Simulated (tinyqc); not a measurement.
How far the fits carry: temperature and isotope dependence of a band gap in oscillator models.

E(T) = E0 - sum_i sl_i th_i n_i(T), n = 1/(exp(th/T) - 1). The same coupling lowers the gap at 0 K by the zero-point term ZP = sum_i sl_i th_i/2, so the gap of the static lattice is E0 + ZP. Thermal expansion is taken as part of the slopes.

Two-parameter forms are made to pass through the falls at the two temperatures T12: Varshni aV T^2/(T + bV), from the line T^2/fall = (T + bV)/aV; one oscillator s1 t1/(exp(t1/T) - 1), with t1 from the ratio of the falls.

Values chosen for the exercise (near those of InP; the results hold for these values, not for the real material):
```
symbol  value           unit   meaning
E0      1.427           eV     gap at 0 K
th      (119, 346)      K      temperatures of two oscillators
sl      (0.176, 0.224)  meV/K  their high-temperature slopes
T12     (130, 330)      K      temperatures of the fits
```

Falls of the gap from E0, and errors of the two fits against the model.

Results:
```
T (K),fall (meV),Varshni - model (meV),one oscillator - model (meV),fall/ZP
20,0.05,0.55,-0.05,0.001
50,2.21,1.30,-1.01,0.045
100,11.67,0.83,-0.56,0.237
200,42.46,-1.56,0.60,0.863
300,78.76,-0.89,0.25,1.600
400,116.81,3.14,-0.74,2.373
600,194.83,18.23,-3.47,3.958
800,273.82,39.06,-6.60,5.563
```

Below the first fit point the largest errors are +1.30 meV (Varshni, 50 K, on a fall of 2.21 meV) and -1.01 meV (one oscillator, 50 K); a T^2 law cannot freeze out; a single oscillator misses the soft modes. At 800 K, beyond the second fit point, they are +39.1 and -6.6 meV, so the oscillator extrapolates better here. The thermal fall equals ZP between 200 and 300 K.

Run: tinyqc, `OMP_NUM_THREADS=1 python tinyqc.py 1880221 1880222 out.jsonl`; Intel(R) Xeon(R) Processor @ 2.30GHz, one thread, shared host; about 0.01 s of CPU time with all checks.
